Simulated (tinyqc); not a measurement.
## MOS inversion layer, Poisson-Schroedinger loop: mixing schemes compared

Electrons confined at an insulator interface at z = 0, treated as a hard wall; parabolic valleys, Hartree approximation, no image or exchange terms. The depletion charge lies far deeper than the electrons and gives a uniform field q Nd/(eps0 eps_r); the gate balances all charge. Energies are counted from the band edge at the interface.

V0 = q Nd z/(eps0 eps_r) in eV.

Tridiagonal Hamiltonian with psi = 0 one step beyond both ends: H_ii = C (1/m_(i-1/2) + 1/m_(i+1/2))/hz^2 + V0_i + U_i (+ dE for the set B), H_(i,i+1) = -C/(m_(i+1/2) hz^2), C = hbar^2/(2 m0). The lowest 2 level(s) of each valley set are kept, normalised to hz sum |psi|^2 = 1. The mass is the same on all intervals.

Level k holds N_k = D_k Vt ln(1 + exp((EF - E_k)/Vt)) with D = 4 md1 m0 q/(pi hbar^2) for the set A, D = 2 md2 m0 q/(pi hbar^2) for the set B per eV (spin included); EF is fixed by sum N_k = Ns.

n_i = sum_k N_k |psi_k|^2 (converted to cm^-3). Hartree part by Gauss: on the interval before node i the electrons still beyond are S_i = Ns - hz sum_(j<i) n_j, and U_i = U_(i-1) + q S_i hz/(eps0 eps_r) in eV, U_0 = 0 at the interface. Mixing: U(new) = U + a (U(out) - U).

Rounds from U = 0 until the largest |U(out) - U| is below 1e-7 eV (the round that meets it is counted). Anderson mixing of depth m keeps the last m inputs V and residuals F = V(out) - V(in), fits c by least squares to F = dF c over their successive differences dF, dV, and sets V(new) = V + a F - (dV + a dF) c.

Parameters, values chosen for the exercise; masses and permittivity close to those of silicon (110): temperature T = 400 K; relative permittivity eps_r = 11.7; mass along z of valley set A (4 valley(s)) mz1 = 0.318 m0; in-plane density-of-states mass of set A md1 = 0.325 m0; mass along z of valley set B (2 valley(s)) mz2 = 0.19 m0; in-plane density-of-states mass of set B md2 = 0.414 m0; sheet density of electrons Ns = 8.4e11 cm^-2; sheet density of depletion charge Nd = 3.5e12 cm^-2; extra shift of set B (strain) dE = 0 eV; mesh step hz = 0.64 nm.

Constants: q = 1.602176634e-19 C, kB = 1.380649e-23 J/K, hbar = 1.054571817e-34 J s, m0 = 9.1093837015e-31 kg, Vt = kB T/q, eps0 = 8.8541878128e-14 F/cm where lengths are in cm, hbar^2/(2 m0) = 0.0380998212 eV nm^2. Results are converted to the units shown.

| node | z (nm) |
|---|---|
| 1 | 0.64 |
| 2 | 1.28 |
| 3 | 1.92 |
| 4 | 2.56 |
| 5 | 3.2 |
| 6 | 3.84 |
| 7 | 4.48 |
| 8 | 5.12 |
| 9 | 5.76 |
| 10 | 6.4 |
| 11 | 7.04 |
| 12 | 7.68 |
| 13 | 8.32 |
| 14 | 8.96 |
| 15 | 9.6 |
| 16 | 10.24 |
| 17 | 10.88 |

Rounds needed:

| a | depth m | rounds |
|---|---|---|
| 1 | plain | 6 |
| 0.8 | plain | 9 |
| 0.6 | plain | 15 |
| 0.4 | plain | 25 |
| 0.2 | plain | 56 |
| 0.1 | plain | 117 |
| 0.5 | 2 | 8 |
| 0.5 | 4 | 6 |
| 0.5 | 8 | 6 |

What does the comparison show?

Among the plain runs a = 1 is fastest, with 6 rounds: the response of the charge is weak enough that no damping is needed. Anderson mixing needs 6 to 8 rounds.

Computed by the program tinyqc: `OMP_NUM_THREADS=1 python tinyqc.py 2160029 2160030 out.jsonl`, one thread of a shared Intel Xeon 2.30GHz, about 0.8 s for the whole run.
